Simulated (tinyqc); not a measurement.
Inside a calculation. Model: kinetic Monte Carlo and master equation for a particle on a ring of sites with traps and bias. Computed by tinyqc, a small Python program that keeps every step. Command: `OMP_NUM_THREADS=1 python tinyqc.py 3006311 3006312 out.jsonl kmc walk`. One thread of a shared host (Intel(R) Xeon(R) Processor @ 2.30GHz), about 0.09 s of CPU time with the checks. Intermediate numbers are printed to about 7 digits and carried at full precision; extremes and crossings named in words are read from the listed rows.

7 sites on a ring, numbered 1 to 7. The saddle between i and i+1 lies at E0 + s b_i and site i at s eps_i; a force F tilts the landscape, with the saddle half-way.

Inputs (values chosen for the exercise, for a model defect):
```
quantity                         value         unit
reference barrier E0              0.71           eV
scale factor s of the disorder       1            -
attempt frequency nu               1.5          THz
temperature T                      550            K
site spacing a                     2.8     angstrom
force F along the ring           0.032  eV/angstrom
seed of the random numbers      440783            -
```

Disorder: both.

site energies eps_i (eV): -0.053  -0.078  0  -0.082  -0.13  -0.12  0

saddle shifts b_i between sites i and i+1 (eV): 0.0073  0.062  -0.018  0.024  -0.063  0.014  0.004

Constants: k_B = 8.617333262e-05 eV/K.

## Rate table

Rates: k(i to i+1) = nu exp(-(E0 + s b_i - s eps_i - F a/2)/(k_B T)), k(i to i-1) = nu exp(-(E0 + s b_(i-1) - s eps_i + F a/2)/(k_B T)). Share right = k right/(k right + k left); mean stay = 1/(k right + k left).

Rates, shares of right hops and mean stays:
```
site  k right (1/s)  k left (1/s)  share right  mean stay (s)
1            337416       54623.4    0.8606686   2.550764e-06
2             62785       30064.9    0.6761992   1.077007e-05
3           1760544       49154.4    0.9728383   5.525783e-07
4            128649       47123.3    0.7319068   5.689182e-06
5            292936        7055.8    0.9764800   3.333430e-06
6             71258       54623.4    0.5660735   7.943968e-06
7           1106766      135331.1    0.8910462   8.050902e-07
```

The particle stays longest on site 2, 19.5 times as long as on the quickest site.

## Twelve steps of the residence-time algorithm

Random numbers:
```
step      r1      r2
1     0.5175  0.8536
2     0.0942  0.0815
3     0.1459  0.5987
4     0.0159  0.8562
5     0.0185  0.9082
6     0.4664  0.9573
7     0.8500  0.2810
8     0.9672  0.4566
9     0.5682  0.9016
10    0.5201  0.6939
11    0.8854  0.6404
12    0.7558  0.6490
```

Start on site 1 at t = 0. Hop right if r1 is below the share right, else left; advance the clock by -ln(r2) times the mean stay.

Trajectory:
```
step  site    hop      wait (s)     clock (s)  net hops
1        1  right  4.037670e-07  4.037670e-07         1
2        2  right  2.700222e-05  2.740598e-05         2
3        3  right  2.834697e-07  2.768945e-05         3
4        4  right  8.832528e-07  2.857271e-05         4
5        5  right  3.209782e-07  2.889368e-05         5
6        6  right  3.466625e-07  2.924035e-05         6
7        7  right  1.021982e-06  3.026233e-05         7
8        1   left  1.999665e-06  3.226199e-05         6
9        7  right  8.339472e-08  3.234539e-05         7
10       1  right  9.321191e-07  3.327751e-05         8
11       2   left  4.799816e-06  3.807732e-05         7
12       1  right  1.102753e-06  3.918008e-05         8
```

## Steady state

Master equation dP/dt = W P, W_(i+1,i) = k right, W_(i-1,i) = k left, columns summing to zero. The steady state is its null vector; drift v = a sum P_i (k right - k left). D = a^2 lambda''(0)/2, where lambda(q) is the leading eigenvalue of W with right hops weighted by exp(q) and left hops by exp(-q). The slowest relaxation rate is minus the real part of the next eigenvalue of W. 1 angstrom = 1e-8 cm.

occupations P_i: 0.0827815  0.3085846  0.0146529  0.1515777  0.1199105  0.3015525  0.0209403

drift velocity v = 0.003656230 cm/s

diffusivity D = 1.057458e-10 cm^2/s

slowest relaxation rate = 103944.2 1/s

The Boltzmann occupations exp(-s eps_i/(k_B T))/Z differ from these by at most 0.23: the current piles particles up in front of high saddles.

## Closed form at zero force

At zero force D0 = a^2 nu exp(-E0/(k_B T)) / [<exp(-s eps/(k_B T))> <exp(s b/(k_B T))>], with means over the ring; Einstein relation v = D0 F/(k_B T); 1 angstrom = 1e-8 cm.

zero-force diffusivity D0 = 4.125068e-11 cm^2/s

D0 over the value without disorder = 0.1124396

Einstein drift = 0.002785130 cm/s

F a/(k_B T) = 1.890; the true drift is 1.3128 times the Einstein value.

## Sampled drift against the exact one

400 independent walkers start on sites drawn with weights P_i (k right + k left), the steady shares of hops (random numbers not printed); the estimate is total displacement over total time, with its standard error from the spread between walkers.

Drift from sampling:
```
hops per walker  estimate (cm/s)  standard error (cm/s)  deviation in standard errors
10                   0.003648068           1.106932e-04                     -0.073737
30                   0.003752832           5.848547e-05                      1.651732
100                  0.003654894           3.421971e-05                     -0.039029
300                  0.003663331           2.073761e-05                      0.342443
1000                 0.003660826           1.096536e-05                      0.419141
3000                 0.003658877           6.171587e-06                      0.428971
```

The exact drift is 0.003656 cm/s. The standard error falls by a factor 3.12 from 100 to 1000 hops (sqrt10 = 3.16), and in the last row it is 0.17 % of the drift.

Checks made by the program: closed form against the master equation at zero force (relative difference 6e-06).
